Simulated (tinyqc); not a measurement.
Long runs: velocity against field: Monte Carlo simulation of one carrier in a uniform electric field. Computed by tinyqc, a small Python program. Command: `OMP_NUM_THREADS=1 python tinyqc.py 3027639 3027640 out.jsonl mcfl walk`. One thread of a shared host (Intel(R) Xeon(R) Processor @ 2.30GHz), about 1 s of CPU time with the checks.

The force e F acts along +z. Flights end at the constant total rate Gamma; the part of Gamma that the real rates do not fill is self-scattering, which leaves k unchanged. One valley, no impurities; equivalent final valleys enter only through Z_f in the optical rate.

Inputs (values chosen for the exercise, modelled on electrons in silicon):
```
quantity,value,unit
effective mass m,0.317,m_0
non-parabolicity alpha,0.51,1/eV
density rho,2329,kg/m^3
sound velocity v_l,8930,m/s
acoustic deformation potential D_A,9.9,eV
phonon energy hbar w,58.8,meV
optical or intervalley deformation potential D_o,5,1e8 eV/cm
final valleys Z_f,5,-
lattice temperature T,150,K
electric field F,10,kV/cm
energy E_max up to which Gamma must cover the rates,0.4,eV
seed of the random numbers,24996,-
```

Crystal: non-polar. Band: Kane.

Constants: k_B = 1.380649e-23 J/K; e = 1.602176634e-19 C; hbar = 1.054571817e-34 J s; m_0 = 9.1093837015e-31 kg; hbar = 6.582119569e-16 eV s; k_B = 8.617333262e-05 eV/K.

Method:
- Kane band: hbar^2 k^2/(2 m) = E (1 + alpha E), speed v = hbar k/(m (1 + 2 alpha E)), states per spin, volume and energy g(E) = m k (1 + 2 alpha E)/(2 pi^2 hbar^2); overlap factors are set to 1. Masses are multiplied by m_0 and all formulas are in SI units.
- Phonon occupation N_q = 1/(exp(hbar w/(k_B T)) - 1).
- Acoustic deformation potential (elastic, equipartition, absorption and emission together): 1/tau = 2 pi k_B T D_A^2 g(E)/(hbar rho v_l^2).
- Optical or intervalley deformation potential: 1/tau = (pi Z_f D_o^2/(rho w)) [N_q g(E + hbar w) + (N_q + 1) g(E - hbar w)], with g = 0 below the band edge.
- Gamma is 1.05 times the largest total rate on the grid E = (j + 1/2) E_max/400, j = 0..399.
- On the grid E_j = (j + 1/2) hbar w/12 up to 20 k_B T + 2 hbar w, solve (sum of rates) l(E) = v(E); mu_0 = e sum g v l exp(-E/k_B T)/(3 k_B T sum g exp(-E/k_B T)).
- Flight: t = -ln(r1)/Gamma; k_z grows by e F t/hbar; E follows from the band; dz = (E_end - E_start)/(e F).
- Choice: with cumulative rates in the order acoustic, absorption, emission, the process is the first whose sum exceeds r2 Gamma; if none, self-scattering.
- Final state: E' = E, E + hbar w or E - hbar w gives k'. Isotropic processes: cos(theta) = 1 - 2 r3 from the z axis, phi = 2 pi r4, k' (sin theta cos phi, sin theta sin phi, cos theta).
- Each row: 250 carriers from a thermal start, 1600 flights each, the first half discarded, random numbers not printed; the error is the standard error over ten groups; the mean energy is taken at the ends of flights, which sample time evenly. Fields at which more than 0.02 % of the events exceed Gamma are left out.

Gamma = 23.3520 1e12/s

low-field mobility mu_0 = 4892.64 cm^2/(V s)

Monte Carlo results:
```
F (kV/cm),drift velocity (1e5 m/s),error (1e5 m/s),mu_0 F (1e5 m/s),mean energy (meV),real events (%)
2.5,0.580,0.0091,1.2232,35.1,6.71
5.0,0.779,0.0060,2.4463,44.7,9.27
10.0,0.953,0.0070,4.8926,64.2,14.80
```

What follows from these numbers?

At the lowest field the drift velocity is 0.47 +/- 0.01 of the ohmic value mu_0 F, at the highest 0.19 +/- 0.00. The mean energy goes from 35 to 64 meV against the parabolic-band thermal value 3 k_B T/2 = 19 meV: the carriers heat, more of them reach the emission threshold, where they lose momentum, and the curve bends below the ohmic line. Only 7 to 15 % of the events are real; the rest is the price of a constant Gamma. Where hbar w is several k_B T, energy relaxes slowly and the low-field energies may still be drifting.

Extremes, crossings and ranges named in words are read from the listed rows.
